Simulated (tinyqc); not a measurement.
# Capacitance measurement on a leaky thin oxide: effects of series resistance and leakage: two studies

The device is a capacitance C in parallel with a leakage conductance G, in series with Rs and Ls. An impedance meter reports either a parallel pair (Cp, Gp) from Y = 1/Z = Gp + i w Cp or a series pair (Cs, Rm) from Z = Rm + 1/(i w Cs); w = 2 pi f, dissipation D = Gp/(w |Cp|).

Inputs (values chosen for the exercise); values of the order met in thin-oxide MOS capacitors: relative permittivity of the gate insulator (close to hafnium oxide) eox = 21.8; insulator thickness tox = 3.3 nm; gate area A = 400 um^2; oxide-equivalent thickness added by the accumulation layer zc = 0.42 nm; oxide-equivalent thickness added by gate depletion zp = 0 nm; gate leakage current density, not matched to the thickness Jg = 27 A/cm^2; voltage for an e-fold rise of the leakage Vs = 0.42 V; series resistance Rs = 78 ohm; series inductance Ls = 110 nH; measuring frequency f = 1e5 Hz.

Constants: eps0 = 8.8541878128e-14 F/cm where lengths are in cm. Results are converted to the units shown.

Each table varies one quantity; the others keep the values above.

## Readings against frequency

EOT = 3.9 tox/eox; CET = EOT + zc + zp; C = 3.9 eps0 A/CET; G = Jg A/Vs. Z = Rs + i w Ls + 1/(G + i w C); CET read from Cp = 3.9 eps0 A/Cp; errors under 0.001 % are printed as 0.

The same in every row: C (pF) = 13.67.

Readings against frequency:

| f (Hz) | Cp (pF) | Cs (pF) | D | error of Cp (%) | error of Cs (%) | CET read from Cp (nm) |
|---|---|---|---|---|---|---|
| 1000 | 13.13 | 1.226e8 | 3055 | -3.95 | 8.97e8 | 1.052 |
| 3000 | 13.13 | 1.362e7 | 1018 | -3.95 | 9.96e7 | 1.052 |
| 10000 | 13.13 | 1.226e6 | 305.5 | -3.95 | 8.97e6 | 1.052 |
| 30000 | 13.13 | 1.362e5 | 101.8 | -3.95 | 9.96e5 | 1.052 |
| 1e5 | 13.13 | 1.227e4 | 30.55 | -3.95 | 8.97e4 | 1.052 |
| 3e5 | 13.13 | 1376 | 10.19 | -3.94 | 9960 | 1.052 |
| 1e6 | 13.13 | 136.3 | 3.062 | -3.94 | 897 | 1.052 |
| 3e6 | 13.13 | 27.31 | 1.039 | -3.94 | 99.8 | 1.052 |
| 1e7 | 13.15 | 14.99 | 0.3748 | -3.84 | 9.67 | 1.051 |
| 3e7 | 13.24 | 14.59 | 0.3201 | -3.16 | 6.76 | 1.043 |

D falls from 3060 to 0.320; without inductance its minimum lies at f = sqrt(G (1 + G Rs)/Rs)/(2 pi C) = 2.13e7 Hz. The error of Cp goes from -3.95 to -3.16 % and that of Cs from 8.97e8 to 6.76 %; at low frequency Cp tends to C/(1 + G Rs)^2 and Cs grows as 1 + (G/(w C))^2. Neither reading comes within 2 % of C in any row. For f = 1000, 3000, 10000, 30000, 1e5, 3e5, 1e6, 3e6 D exceeds 1, where the accuracy of real meters degrades in proportion to sqrt(1 + D^2).

## Effect of the gate area

Same model as above.

Rs is held fixed.

Effect of the gate area:

| A (um^2) | C (pF) | Cp (pF) | Cs (pF) | D | error of Cp (%) | error of Cs (%) | CET read from Cp (nm) |
|---|---|---|---|---|---|---|---|
| 20 | 0.6835 | 0.6822 | 613.3 | 29.97 | -0.203 | 8.96e4 | 1.012 |
| 70 | 2.392 | 2.375 | 2147 | 30.04 | -0.708 | 8.96e4 | 1.018 |
| 200 | 6.835 | 6.699 | 6134 | 30.25 | -2.00 | 8.96e4 | 1.031 |
| 600 | 20.51 | 19.31 | 1.841e4 | 30.86 | -5.83 | 8.97e4 | 1.073 |
| 2000 | 68.35 | 56.31 | 6.149e4 | 33.03 | -17.6 | 8.99e4 | 1.226 |
| 5000 | 170.9 | 108.5 | 1.543e5 | 37.70 | -36.5 | 9.02e4 | 1.591 |
| 10000 | 341.8 | 149.6 | 3.108e5 | 45.57 | -56.2 | 9.08e4 | 2.309 |
| 40000 | 1367 | 143.2 | 1.296e6 | 95.11 | -89.5 | 9.47e4 | 9.646 |

What does the table show?

As A goes from 20 to 40000, the error of Cp goes from -0.203 to -89.5 %, that of Cs from 89600 to 94700 %, and D rises from 30.0 to 95.1. The CET read from Cp goes from 1.01 to 9.65 nm against the true 1.01 nm. G/(w C) does not depend on the area, while G Rs and w C Rs and w^2 Ls C grow with it. In every row D exceeds 1, where the accuracy of real meters degrades in proportion to sqrt(1 + D^2).

Computed by the program tinyqc: `OMP_NUM_THREADS=1 python tinyqc.py 2022207 2022208 out.jsonl`, one thread of a shared Intel Xeon 2.30GHz, about 0.01 s for the whole run.
